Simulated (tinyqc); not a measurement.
Worked calculation: CIS and TDHF on RHF in the sto-3g basis, for BeH2, spin multiplicity 1. One step of it, computed by the program tinyqc.

Question. CIS matrix, singlets. A(ia,jb) = (e_a - e_i) d_ij d_ab + 2 (ia|jb) - (ij|ab).

orbital energies (hartree): MO1 -4.517049, MO2 -0.473077, MO3 -0.440009, MO4 0.209140, MO5 0.209140, MO6 0.503332, MO7 1.067728

Two-electron integrals over orbitals (pq|rs), unique and non-zero (hartree):
```
(11|11) 2.271409    (21|11) -0.206271   (21|21) 0.028704    (22|11) 0.502724
(22|21) -0.007381   (22|22) 0.408794    (31|31) 0.006585    (32|31) 0.015815
(32|32) 0.166040    (33|11) 0.474433    (33|21) -0.003054   (33|22) 0.422286
(33|33) 0.445235    (41|41) 0.015768    (42|41) 0.015511    (42|42) 0.050576
(43|43) 0.015568    (44|11) 0.569167    (44|21) -0.008477   (44|22) 0.375982
(44|33) 0.364743    (44|44) 0.449859    (51|51) 0.015768    (52|51) 0.015511
(52|52) 0.050576    (53|53) 0.015568    (54|54) 0.024249    (55|11) 0.569167
(55|21) -0.008477   (55|22) 0.375982    (55|33) 0.364743    (55|44) 0.401360
(55|55) 0.449859    (61|11) -0.170908   (61|21) 0.024481    (61|22) -0.007150
(61|33) -0.004665   (61|44) -0.004130   (61|55) -0.004130   (61|61) 0.021219
(62|11) 0.098094    (62|21) -0.006896   (62|22) -0.029455   (62|33) -0.051813
(62|44) 0.045368    (62|55) 0.045368    (62|61) -0.003028   (62|62) 0.075824
(63|31) -0.003948   (63|32) -0.096583   (63|63) 0.083106    (64|41) 0.016248
(64|42) 0.047656    (64|64) 0.051133    (65|51) 0.016248    (65|52) 0.047656
(65|65) 0.051133    (66|11) 0.479682    (66|21) -0.006288   (66|22) 0.405201
(66|33) 0.416142    (66|44) 0.372542    (66|55) 0.372542    (66|61) -0.005566
(66|62) -0.039022   (66|66) 0.418616    (71|31) 0.011987    (71|32) 0.021407
(71|63) -0.003251   (71|71) 0.022459    (72|31) 0.002834    (72|32) -0.046822
(72|63) 0.061093    (72|71) 0.006655    (72|72) 0.056513    (73|11) 0.133194
(73|21) -0.005648   (73|22) -0.009713   (73|33) -0.024460   (73|44) 0.053714
(73|55) 0.053714    (73|61) -0.002923   (73|62) 0.070922    (73|66) -0.030407
(73|73) 0.080547    (74|43) 0.013905    (74|74) 0.016263    (75|53) 0.013905
(75|75) 0.016263    (76|31) 0.012044    (76|32) 0.143799    (76|63) -0.097638
(76|71) 0.016140    (76|72) -0.059449   (76|76) 0.142559    (77|11) 0.588849
(77|21) -0.009703   (77|22) 0.439828    (77|33) 0.459289    (77|44) 0.396137
(77|55) 0.396137    (77|61) -0.009184   (77|62) -0.045416   (77|66) 0.445997
(77|73) -0.019302   (77|77) 0.503115
```

Give: CIS matrix A, singlet.

Answer.

CIS matrix A, singlet (hartree):
```
        1>4     1>5      1>6      1>7     2>4     2>5      2>6      2>7
1>4  4.1886  0.0000   0.0000   0.0000  0.0395  0.0000   0.0000   0.0000
1>5  0.0000  4.1886   0.0000   0.0000  0.0000  0.0395   0.0000   0.0000
1>6  0.0000  0.0000   4.5831   0.0000  0.0000  0.0000   0.0002   0.0000
1>7  0.0000  0.0000   0.0000   5.0408  0.0000  0.0000   0.0000   0.0230
2>4  0.0395  0.0000   0.0000   0.0000  0.4074  0.0000   0.0000   0.0000
2>5  0.0000  0.0395   0.0000   0.0000  0.0000  0.4074   0.0000   0.0000
2>6  0.0000  0.0000   0.0002   0.0000  0.0000  0.0000   0.7229   0.0000
2>7  0.0000  0.0000   0.0000   0.0230  0.0000  0.0000   0.0000   1.2140
3>4  0.0000  0.0000   0.0000   0.0000  0.0000  0.0000   0.0000   0.0000
3>5  0.0000  0.0000   0.0000   0.0000  0.0000  0.0000   0.0000   0.0000
3>6  0.0000  0.0000   0.0000  -0.0185  0.0000  0.0000   0.0000  -0.0216
3>7  0.0000  0.0000  -0.0179   0.0000  0.0000  0.0000  -0.0020   0.0000

        3>4     3>5      3>6      3>7
1>4  0.0000  0.0000   0.0000   0.0000
1>5  0.0000  0.0000   0.0000   0.0000
1>6  0.0000  0.0000   0.0000  -0.0179
1>7  0.0000  0.0000  -0.0185   0.0000
2>4  0.0000  0.0000   0.0000   0.0000
2>5  0.0000  0.0000   0.0000   0.0000
2>6  0.0000  0.0000   0.0000  -0.0020
2>7  0.0000  0.0000  -0.0216   0.0000
3>4  0.3155  0.0000   0.0000   0.0000
3>5  0.0000  0.3155   0.0000   0.0000
3>6  0.0000  0.0000   0.6934   0.0000
3>7  0.0000  0.0000   0.0000   1.2095
```
